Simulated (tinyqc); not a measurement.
# Biaxially strained (001) channel, valley splitting in an inversion layer: two studies

A thin layer grown on a relaxed buffer is stretched in the plane. The two valleys with their long axis along the growth direction (D2) sink against the four in-plane ones (D4); confinement in a triangular well splits them too. Only the lowest subband of each set is kept; one relaxation time, so the weakening of intervalley scattering is left out.

Parameters, values chosen for the exercise; values close to those of silicon on relaxed silicon-germanium:
- T = 300 K (temperature)
- x = 0.08 (germanium share of the relaxed buffer)
- b1 = 0.0418 (lattice mismatch per unit x)
- c11 = 170 GPa (elastic constant)
- c12 = 65.1 GPa (elastic constant)
- Xu = 9.23 eV (shear deformation potential)
- ml = 0.935 m0 (longitudinal mass)
- mt = 0.187 m0 (transverse mass)
- F = 0.24 MV/cm (confining field)
- Ns = 8.6e11 cm^-2 (inversion density)
- bv = 0.384 nm (Burgers vector)

Constants: q = 1.602176634e-19 C, kB = 1.380649e-23 J/K, hbar = 1.054571817e-34 J s, m0 = 9.1093837015e-31 kg, Vt = kB T/q, hbar^2/(2 m0) = 0.0380998212 eV nm^2. Results are converted to the units shown.

Each table varies one quantity; the others keep the values above.

## Effect of the inversion density

e_par = b1 x, e_perp = -2 (c12/c11) e_par, splitting D = Xu (e_par - e_perp), in-plane stress (c11 + c12 - 2 c12^2/c11) e_par. Levels E(m) = 2.33811 (hbar^2 q^2 F^2/(2 m))^(1/3): E2 = E(ml), E4 = E(mt) + D; N2 = 2 mt kB T/(pi hbar^2), N4 = 4 sqrt(mt ml) kB T/(pi hbar^2). EF solves Ns = N2 ln(1 + exp((EF - E2)/Vt)) + N4 ln(1 + exp((EF - E4)/Vt)); f2 is the share in D2, and 1/mc = f2/mt + (1 - f2)(1/mt + 1/ml)/2. The gain is mc(x = 0)/mc.

The same in every row: D (meV) = 54.504.

Effect of the inversion density:

| Ns (cm^-2) | f2 without strain | f2 | mc (m0) | gain |
|---|---|---|---|---|
| 2e11 | 0.58140 | 0.91883 | 0.19328 | 1.1621 |
| 3.9e11 | 0.57862 | 0.91722 | 0.19340 | 1.1629 |
| 7.5e11 | 0.57341 | 0.91409 | 0.19365 | 1.1643 |
| 1.4e12 | 0.56419 | 0.90813 | 0.19413 | 1.1666 |
| 2.8e12 | 0.54517 | 0.89391 | 0.19529 | 1.1705 |
| 5.4e12 | 0.51296 | 0.86271 | 0.19787 | 1.1737 |
| 1e13 | 0.46540 | 0.79626 | 0.20359 | 1.1683 |
| 2e13 | 0.39350 | 0.65244 | 0.21720 | 1.1368 |

Read the table: what changes, and by how much?

As Ns goes from 2e11 to 2e13 cm^-2, f2 falls from 0.919 to 0.652 (without strain: it falls from 0.581 to 0.393) and the gain goes from 1.16 through a maximum of 1.17 (at Ns = 5.4e12 cm^-2 among the rows listed) to 1.14. For Ns = 5.4e12 to 2e13 cm^-2 the second D2 subband, left out here, lies within 2 Vt of EF or below it.

## Effect of the germanium share of the relaxed buffer

Same model as above.

Critical thickness (Matthews-Blakeslee, 60-degree dislocations): h = bv (1 - nu/4)[ln(h/bv) + 1]/(4 pi e_par (1 + nu)), nu = c12/(c11 + c12).

The same in every row: f2 without strain = 0.5718.

Results:

| x | D (meV) | f2 | mc (m0) | gain | critical thickness (nm) |
|---|---|---|---|---|---|
| 0.03 | 20.44 | 0.7422 | 0.2085 | 1.082 | 119.8 |
| 0.09 | 61.32 | 0.9317 | 0.1923 | 1.174 | 32.13 |
| 0.15 | 102.2 | 0.9850 | 0.1881 | 1.199 | 17.02 |
| 0.27 | 184.0 | 0.9994 | 0.1870 | 1.206 | 7.956 |
| 0.33 | 224.8 | 0.9999 | 0.1870 | 1.207 | 6.073 |
| 0.39 | 265.7 | 1.000 | 0.1870 | 1.207 | 4.824 |
| 0.45 | 306.6 | 1.000 | 0.1870 | 1.207 | 3.942 |

Estimate the missing row, x = 0.21.

Computed row:

| x | D (meV) | f2 | mc (m0) | gain | critical thickness (nm) |
|---|---|---|---|---|---|
| 0.21 | 143.1 | 0.9969 | 0.1872 | 1.205 | 11.07 |

With this row back in the table: As x goes from 0.03 to 0.45, f2 rises from 0.742 to 1.00 (without strain: it stays at 0.572) and the gain rises from 1.08 to 1.21. The gain cannot pass 1.207, reached when D4 is empty, while the critical thickness falls from 120 to 3.94 nm.

tinyqc, about 0.02 s, one thread, Intel Xeon 2.30GHz (shared host): `OMP_NUM_THREADS=1 python tinyqc.py 2530051 2530052 out.jsonl`
